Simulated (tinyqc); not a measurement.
Threshold-voltage variability of a planar MOSFET, analytic estimates: one step of the calculation.

Three independent sources add in quadrature: random dopants in the depleted layer, metal-gate grains of two orientations, and roughness of the two gate edges acting through the roll-off VT = VT(long) - Vr exp(-L/l). These are first-order estimates: no three-dimensional electrostatics, no percolation.

Problem. Metal grains and edge roughness. Grains: Ng = L W/G^2 (at least 1), s2 = dW sqrt(p (1 - p)/Ng). Edges, with exponential correlation and u = W/La: the mean gate length has sL^2 = 2 De^2 (2/u)[1 - (1 - exp(-u))/u]; s3 = sL (Vr/l) exp(-L/l).

Inputs (values chosen for the exercise); material values close to those of silicon:
```
symbol,value,unit,meaning
L,25,nm,gate length
W,66,nm,gate width
G,5,nm,metal grain size
dW,0.3,eV,work-function difference of the two grain orientations
p,0.6,,share of the orientation of higher work function
De,1.9,nm,rms roughness of one gate edge
La,20,nm,correlation length of the roughness
l,6.7,nm,decay length of the threshold roll-off
Vr,2.3,V,prefactor of the roll-off
```

Find: Ng; s2; sL; dVT/dL; s3.

Solution.

Ng = 66.00
s2 = 18.09 mV
sL = 1.760 nm
dVT/dL = 8.225 mV/nm
s3 = 14.48 mV

Numbers from tinyqc (`OMP_NUM_THREADS=1 python tinyqc.py 2090119 2090120 out.jsonl`; about 0.01 s on one thread of a shared Intel Xeon 2.30GHz).
